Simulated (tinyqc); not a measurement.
Power law or saturation: oxide trap near a transistor channel: two-state multiphonon kinetics, telegraph noise and bias instability. Computed by tinyqc, a small Python program. Command: `OMP_NUM_THREADS=1 python tinyqc.py 3004524 3004525 out.jsonl oxidetrap walk`. One thread of a shared host (Intel(R) Xeon(R) Processor @ 2.30GHz), about 0.01 s of CPU time with the checks.

An n-channel device under positive gate bias. The trap is empty (state 1) or holds an electron (state 2); both states are parabolas of equal curvature, and the electron reservoir is taken at the Fermi level of the channel.

Inputs (values chosen for the exercise, with an insulator like SiO2 on silicon): attempt rate k_0 at the interface = 1e+12 1/s; temperature T = 200 K; mean capture barrier mu_c = 1.1 eV; spread of the barriers s_c = 0.23 eV; saturation shift dV_max = 190 mV.

Parts treated: one trap and an ensemble.

Constants: k_B = 8.617333262e-05 eV/K.

Method. For a normal spread of capture barriers (given for the stress field, with depth and field not resolved, k_0 being taken as the effective rate of the ensemble), traps with barrier below k_B T ln(k_0 t) are filled: dV(t) = (dV_max/2) erfc((mu_c - k_B T ln(k_0 t))/(sqrt(2) s_c)); local exponent n = d ln dV/d ln t (central difference, factor 1.01 in t). The extrapolation continues the power law fitted through 10 s and 1000 s.

Against stress time:
```
t (s)     shift (mV)  local exponent  power law (mV)  shift at T + 50 K (mV)
1.00e-03       0.118         0.26207           0.163                   0.427
1.00e-01       0.372         0.23800           0.415                   1.515
1.00e+01       1.054         0.21422           1.054                   4.544
1.00e+03       2.679         0.19082           2.679                  11.566
1.00e+05       6.118         0.16789           6.807                  25.115
1.00e+07      12.587         0.14555          17.295                  46.881
3.00e+08      20.092         0.12951          34.436                  67.851
```

What does the comparison show, and why?

The exponent falls from 0.262 to 0.130 as the front climbs the distribution, so the power law overstates the shift at 3e8 s (about ten years) by a factor 1.71. Heating by 50 K raises the shift at 1000 s by a factor 4.32: time and temperature enter only through T ln(k_0 t).
